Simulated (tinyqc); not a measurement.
## Trap density from one capacitance

Problem. Traps spread evenly through the insulator exchange electrons with the semiconductor by tunnelling, with tau(x) = t0 exp(2 ka x) at depth x from the interface. The admittance per area Y seen at depth x obeys dY/dx = -Y^2/(i w eps0 eox) + q Nb ln(1 + i w tau)/tau, with Y(0) = i w Cs and w = 2 pi f; the gate sees Y(tox) = G + i w C. Working variable y = Y/(i w), in uF/cm^2. Cox = eps0 eox/tox. Find Nb and G/w.

Values chosen for this exercise:
```
symbol,value,unit,meaning
eox,8.49,,relative permittivity of the insulator
tox,5.3,nm,insulator thickness
Cs,0.71,uF/cm^2,semiconductor capacitance in accumulation
ka,3.6,1/nm,decay constant of the wave function in the insulator
t0,8e-10,s,time constant of a trap at the interface
f,1000,Hz,frequency
```

Constants: q = 1.602176634e-19 C, eps0 = 8.8541878128e-14 F/cm where lengths are in cm. Results are converted to the units shown.

C = 1.3082245 uF/cm^2

Answer. C rises steadily with Nb, so one density matches; in practice ka and t0 must come from the frequency dependence.

Nb = 1.30e20 cm^-3 eV^-1
G/w = 0.0739 uF/cm^2

Computed by the program tinyqc: `OMP_NUM_THREADS=1 python tinyqc.py 2202034 2202035 out.jsonl`, one thread of a shared Intel Xeon 2.30GHz, about 0.5 s for the whole run.
